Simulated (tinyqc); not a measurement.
Lifetime against injection: Shockley-Read-Hall recombination through one deep level.

One level at Et with degeneracy 1: tn = 1/(sn vth Nt), tp = 1/(sp_ vth Nt), n1 = Nc exp((Et - Eg)/kT), p1 = Nv exp(-Et/kT), ni^2 = n1 p1. Equilibrium p0 = Nm, n0 = ni^2/Nm; n = n0 + dn, p = p0 + dn. U = (n p - ni^2)/(tp (n + n1) + tn (p + p1)), lifetime dn/U; emission rates en = sn vth n1, ep = sp_ vth p1.

Constants: kB = 8.617333262e-05 eV/K.

Values chosen for the exercise (gap and densities of states near those of InP at this temperature; not measured data):
```
symbol  value     unit    meaning
Eg      1.346     eV      gap
Nc      6.94e+17  1/cm^3  conduction-band density of states
Nv      1.59e+19  1/cm^3  valence-band density of states
T       350       K
Et      1.058     eV      recombination level above Ev
Nt      5e+15     1/cm^3  defects
sn      1e-14     cm^2    electron capture cross-section
sp_     2.1e-15   cm^2    hole capture cross-section
vth     22000000  cm/s    thermal velocity, both carriers
Nm      5e+16     1/cm^3  equilibrium holes for the lifetime steps
```

Recombination:
```
dn (1/cm^3)  lifetime (microsecond)  U (1/(cm^3 s))
1.0e+11                   0.0009134        1.09e+20
1.0e+12                   0.0009135        1.09e+21
1.0e+13                   0.0009142        1.09e+22
1.0e+14                   0.0009220        1.08e+23
1.0e+15                   0.0009982        1.00e+24
1.0e+16                    0.001634        6.12e+24
1.0e+17                    0.003797        2.63e+25
1.0e+18                    0.005032        1.99e+26
```

The lifetime rises from 0.0009134 to 0.005032 microsecond; tn + tp = 0.005238. At low injection it is tn (1 + p1/p0) + tp n1/p0 with n1/Nm = 0.00099 and p1/Nm = 1.9e-13: re-emission is negligible, so minority capture alone counts. Auger and radiative paths are left out; they cut in at the highest injections, and in a doped direct-gap crystal the radiative one counts at all injections. dn = dp neglects trapped charge, which matters where the traps hold a charge comparable with dn, at low injection and with very unequal cross sections.

(tinyqc, `OMP_NUM_THREADS=1 python tinyqc.py 1651971 1651972 out.jsonl`, Intel(R) Xeon(R) Processor @ 2.30GHz, 1 thread, shared host, about 0.01 s.)
